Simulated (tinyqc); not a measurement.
Inside a calculation. Model: short-channel transistor, virtual-source model with series resistance.

Computed by the program tinyqc: `OMP_NUM_THREADS=1 python tinyqc.py 2380082 2380083 out.jsonl`, one thread of a shared Intel Xeon 2.30GHz, about 0.01 s for the whole run. Printed values are rounded.

The current per gate width is the charge at the top of the source barrier (the virtual source) times its velocity times a saturation function; al and be are fitting constants of the model. Units: I in uA/um, Rs in ohm um, so I Rs = 1e-6 I Rs in volts; Q in uC/cm^2, so I = 1e-4 Q vx0 Fsat with vx0 in cm/s.

Parameters, values chosen for the exercise: temperature T = 300 K; inversion capacitance Cinv = 2.86 uF/cm^2; velocity at the virtual source vx0 = 1.17e7 cm/s; apparent mobility mu = 540 cm^2/(V s); channel length L = 45 nm; threshold at zero drain voltage VT0 = 0.39 V; drain-induced barrier lowering dl = 0.126 V/V; subthreshold factor n0 = 1.3; growth of n with drain voltage nd = 0 1/V; threshold shift (in units of Vt) from weak to strong inversion al = 3.5; sharpness of saturation be = 1.6; series resistance of each contact Rs = 30 ohm um; gate voltage Vgs = 0.75 V; drain voltage Vds = 0.75 V.

Constants: q = 1.602176634e-19 C, kB = 1.380649e-23 J/K, Vt = kB T/q. Results are converted to the units shown.

## Iteration 1: current through the series resistance

I at the start = 0 uA/um

Intrinsic voltages Vg' = Vgs - I Rs, Vd' = Vds - 2 I Rs. n = n0 + nd Vd', VT = VT0 - dl Vd', Ff = 1/(1 + exp((Vg' - VT + al Vt/2)/(al Vt))), Q = Cinv n Vt ln(1 + exp((Vg' - VT + al Vt Ff)/(n Vt))), Vdsat = (vx0 L/mu)(1 - Ff) + Vt Ff, Fsat = u/(1 + u^be)^(1/be) with u = Vd'/Vdsat, and I(out) = Q vx0 Fsat per width. (Fsat takes the sign of u.) Newton step: I(new) = I + (I(out) - I)/(1 - s), s = dI(out)/dI by a central difference with +/- 0.001 uA/um.

Vg' = 0.75 V
Vd' = 0.75 V
VT = 0.2955 V
Ff = 0.003977571
Q = 1.300899 uC/cm^2
Vdsat = 0.09721502 V
Fsat = 0.9769344
I(out) = 1486.945 uA/um
s = -0.1265912
I after iteration 1 = 1319.862 uA/um

## Iteration 2: current through the series resistance

As before.

Vg' = 0.7104041 V
Vd' = 0.6708083 V
VT = 0.3054782 V
Ff = 0.006859686
Q = 1.159864 uC/cm^2
Vdsat = 0.09700852 V
Fsat = 0.9726753
I(out) = 1319.960 uA/um
s = -0.1264151
I after iteration 2 = 1319.949 uA/um

## Course of the iteration: current through the series resistance

Stop when I changes by less than 1e-7 uA/um, or after 80 iterations.

Course of the iteration:
```
iteration  I (uA/um)  |change| (uA/um)
1           1319.862              1320
2           1319.949            0.0869
3           1319.949          6.63e-10
```

Converged in 3 iterations. The change falls from 1300 in the first iteration to below the tolerance in the last.

## What the series resistance costs

converged I = 1319.949 uA/um
I0 = 1486.945 uA/um

Intrinsic voltages Vg' = Vgs - I Rs, Vd' = Vds - 2 I Rs. n = n0 + nd Vd', VT = VT0 - dl Vd', Ff = 1/(1 + exp((Vg' - VT + al Vt/2)/(al Vt))), Q = Cinv n Vt ln(1 + exp((Vg' - VT + al Vt Ff)/(n Vt))), Vdsat = (vx0 L/mu)(1 - Ff) + Vt Ff, Fsat = u/(1 + u^be)^(1/be) with u = Vd'/Vdsat, and I = Q vx0 Fsat per width. I0 is the current for Rs = 0. Effective velocity I/Q; transit time L Q/I.

loss against I0 = 11.23082 %
effective velocity = 1.138030e7 cm/s
transit time = 0.3954202 ps

The carriers leave the virtual source at 97.3 % of vx0: the device is in saturation.
